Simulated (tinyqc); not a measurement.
What each parameter does: strained quantum well: band edges, subbands and transparency.

Growth on (001), barriers unstrained: tr(e) = e (2 - nu2), Z = b e (1 + nu2); Ec = Ev + Eg + ac tr(e), E_HH = Ev + av tr(e) + Z, E_LH = Ev + av tr(e) - Z (coupling to the split-off band left out).

Masses along z: me, 1/(g1 - 2 g2) for HH, 1/(g1 + 2 g2) for LH, likewise in the barrier; in the plane me, 1/(g1 + g2) for HH and 1/(g1 - g2) for LH (no mixing, which understates the hole masses away from k = 0). Level n solves k L + 2 atan[(k/m)/(kappa/mb)] = n pi, k = sqrt(m E/c), kappa = sqrt(mb (V - E)/c), c = hbar^2/2m0.

Transparency (Bernard-Duraffourg): Fc - Fv equals the lowest transition energy with n = p, n = sum m/(2 pi c) kB T ln(1 + exp((Fc - E)/kB T)) and p likewise over the listed subbands; c = hbar^2/2m0, 1/angstrom^2 = 1e16/cm^2.

Constants: hbar^2/2m0 = 3.80998211 eV angstrom^2; kB = 8.617333262e-05 eV/K; hc = 1239.841984 eV nm.

Parameters, chosen for this exercise (near those of a GaAsP/AlGaAs well; not measured data):

| symbol | value | unit | meaning |
|---|---|---|---|
| e | 0.0036 |  | strain in the plane |
| nu2 | 0.922 |  | 2 C12/C11 |
| Eg | 1.547 | eV | unstrained gap of the well |
| Ev | -0.847 | eV | its valence edge |
| ac | -7.27 | eV |  |
| av | 1.21 | eV | Ev moves by av tr(e) |
| b | -1.96 | eV | shear potential |
| Egb | 1.923 | eV | gap of the barrier |
| Evb | -1 | eV | its valence edge |
| L | 72 | angstrom | well width |
| me | 0.0733 | m0 | electron mass |
| g1 | 6.69 |  | gamma1 |
| g2 | 1.9 |  | gamma2 |
| meb | 0.1 | m0 |  |
| g1b | 5.7 |  |  |
| g2b | 1.6 |  |  |
| T | 300 | K | temperature |

Edge wavelength, hh1 - lh1 and n_tr.

One parameter was then changed.

Results before and after:

| case | wavelength (nm) | hh1 - lh1 (meV) | n_tr (1e12/cm^2) |
|---|---|---|---|
| base | 784.1 | -5.1 | 1.090 |
| changed | 783.8 | -5.6 | 1.055 |

Which of these changes was made? (a) L = 64 angstrom; (b) b = -2.25 eV; (c) ac = -6.54 eV; (d) e = 0.0016; (e) g1 = 7.09; (f) T = 340 K; (g) Eg = 1.527 eV; (h) me = 0.0806 m0.

Answer: (e) g1 = 7.09. Of the candidates, run in turn, only this one gives the changed row.

All candidates:

| case | wavelength (nm) | hh1 - lh1 (meV) | n_tr (1e12/cm^2) |
|---|---|---|---|
| base | 784.1 | -5.1 | 1.090 |
| L = 64 angstrom | 777.4 | -1.9 | 1.092 |
| e = 0.0016 | 776.7 | 9.1 | 1.049 |
| Eg = 1.527 eV | 793.5 | -5.1 | 1.089 |
| b = -2.25 eV | 785.0 | -9.0 | 1.071 |
| ac = -6.54 eV | 782.7 | -5.1 | 1.091 |
| me = 0.0806 m0 | 784.9 | -5.1 | 1.158 |
| g1 = 7.09 | 783.8 | -5.6 | 1.055 |
| T = 340 K | 784.1 | -5.1 | 1.261 |

Run: tinyqc, `OMP_NUM_THREADS=1 python tinyqc.py 1252049 1252050 out.jsonl`; Intel(R) Xeon(R) Processor @ 2.30GHz, one thread, shared host; about 0.01 s of CPU time with all checks.
